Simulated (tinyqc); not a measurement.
Inside a calculation. Method: coherent transport through a tight-binding region between two chains. Computed by tinyqc, a small Python program that keeps every step. Settings: temperature = 300, mu = 0.3. Command: `OMP_NUM_THREADS=1 python tinyqc.py 26680 26681 out.jsonl` (the two numbers bound the seeds that draw the settings). One thread of a shared host (Intel(R) Xeon(R) Processor @ 2.60GHz), about 0.08 s of CPU time with the checks.

## Transmission at E = -0.83 eV

H of the central region (eV):
```
,1,2,3,4
1,0.0000,-1.6400,0.0000,0.0000
2,-1.6400,1.1600,-1.6400,0.0000
3,0.0000,-1.6400,1.1600,-1.4400
4,0.0000,0.0000,-1.4400,0.0000
```

Leads: semi-infinite chains with site energy 0:
```
parameter,value
lead hopping t (eV),1.250000
coupling to the left lead (eV),0.900000
coupling to the right lead (eV),0.800000
left contact site,1
right contact site,4
```

E = -0.8300 eV

Surface Green function g = (E - i sqrt(4 t^2 - E^2)) / (2 t^2); self-energy tc^2 g on each contact site; G = (E - H - Sigma)^(-1); Gamma = -2 Im Sigma; T = Gamma_L Gamma_R |G_LR|^2; local density of states -Im G_ii / pi.

g = -0.2656-0.7546i 1/eV

G (1/eV):
```
,1,2,3,4
1,0.0798-0.7863i,0.3466-0.3245i,0.3408+0.3925i,0.0761+0.9120i
2,0.3466-0.3245i,0.0090-0.2509i,0.2740+0.0201i,0.3685+0.3135i
3,0.3408+0.3925i,0.2740+0.0201i,-0.0083-0.3680i,0.3709-0.5315i
4,0.0761+0.9120i,0.3685+0.3135i,0.3709-0.5315i,0.0930-1.0916i
```

local density of states (1/eV): 0.2503  0.0799  0.1171  0.3475

transmission = 0.9890

## Transmission across the band

The same steps on a grid of energies.

T(E):
```
E (eV),T
-2.375000,0.0317
-2.137500,0.4139
-1.900000,0.8200
-1.662500,0.6757
-1.425000,0.7007
-1.187500,0.8474
-0.950000,0.9884
-0.712500,0.9298
-0.475000,0.7223
-0.237500,0.5410
0.000000,0.4305
0.237500,0.3764
0.475000,0.3656
0.712500,0.3988
0.950000,0.4954
1.187500,0.7015
1.425000,0.9719
1.662500,0.7443
1.900000,0.2973
2.137500,0.1004
2.375000,0.0229
```

levels of the isolated region (eV): -1.8069  -0.6735  1.3148  3.4856

## Current

I = (2e/h) int T(E) [f(E - mu - V/2) - f(E - mu + V/2)] dE at 300 K with mu = 0.3 eV, the bias not changing H; 2e^2/h = 77.48092 microsiemens; the integral runs over the band on 4001 points.

Current:
```
V (volt),I (microampere)
0.0100,0.2870
0.0500,1.4351
0.1000,2.8720
0.2000,5.7583
0.4000,11.6314
0.8000,24.2240
```
